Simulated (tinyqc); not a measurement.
Band-to-band tunnelling and avalanche in a reverse-biased abrupt junction: one step, computed by the program tinyqc.

Direct Kane tunnelling in the local field (for indirect gaps the mass is an effective fit) and one ionisation coefficient for both carriers. N is the doping of the light side, or N_A N_D/(N_A + N_D) for the symmetric junction; the built-in voltage is taken as E_g/e.

Task: Junction at the given bias. E_g(T) = E_g - (T - 300 K)(-dE_g/dT); b(T) = b [1 + (rise)(T - 300 K)]; w = sqrt(2 eps eps_0 (V_R + E_g/e)/(e N)); F_m = 2 (V_R + E_g/e)/w; the field falls linearly from F_m to 0 across w.

Inputs (values chosen for the exercise, modelled on silicon):

| quantity | value | unit |
|---|---|---|
| band gap at 300 K, E_g | 1.15 | eV |
| gap narrowing with temperature, -dE_g/dT | 0.26 | meV/K |
| permittivity eps | 11.7 | - |
| effective doping N | 1.2e+18 | 1/cm^3 |
| reverse bias V_R | 3.3 | V |
| temperature T | 250 | K |

Junction: one-sided.

Constants: eps_0 = 8.8541878128e-12 F/m; e = 1.602176634e-19 C.

Give: E_g(T); depletion width w; peak field F_m; shortest tunnelling distance E_g/(e F_m).

Result:

E_g(T) = 1.163 eV

depletion width w = 69.35 nm

peak field F_m = 1.287 MV/cm

shortest tunnelling distance E_g/(e F_m) = 9.036 nm
